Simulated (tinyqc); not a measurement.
Nucleation and growth of vacancy voids in a cooling silicon-like crystal: one step, computed by the program tinyqc.

Spherical voids; vacancies are lost only to voids.

Problem. Nucleation rate at T with the initial excess. C_e = C_m exp[-(E_f/k_B)(1/T - 1/T_m)]; D = D0 exp(-E_m/(k_B T)); f = k_B T ln(C/C_e); r* = 2 gamma/(rho f); W* = 16 pi gamma^3/(3 rho^2 f^2); Z = f/sqrt(12 pi W* k_B T); I = rho Z (4 pi r* D C) exp(-W*/(k_B T)).

Inputs (values chosen for the exercise, close to those used for silicon):

| quantity | value | unit |
|---|---|---|
| vacancy density at the melting point C_m | 7.6e+14 | 1/cm^3 |
| formation energy E_f | 3.86 | eV |
| melting point T_m | 1685 | K |
| diffusion prefactor D0 | 0.00041 | cm^2/s |
| migration energy E_m | 0.44 | eV |
| site density rho | 5e+22 | 1/cm^3 |
| void surface energy gamma | 0.93 | J/m^2 |
| temperature of the worked step T | 1375 | K |

initial excess C = 9.671642e+13 1/cm^3

Constants: k_B = 8.617333262e-05 eV/K; k_B = 1.380649e-23 J/K; e = 1.602176634e-19 C.

Give: C_e; D; driving force f; critical radius r*; W*/(k_B T); rate I.

Solution.

C_e = 1.896e+12 1/cm^3

D = 1.000e-05 cm^2/s

driving force f = 0.4659 eV

critical radius r* = 0.4984 nm

W*/(k_B T) = 50.97

rate I = 199.0 1/(cm^3 s)

Cooling by 10 K multiplies I by 110: nucleation switches on within a narrow range of temperature.
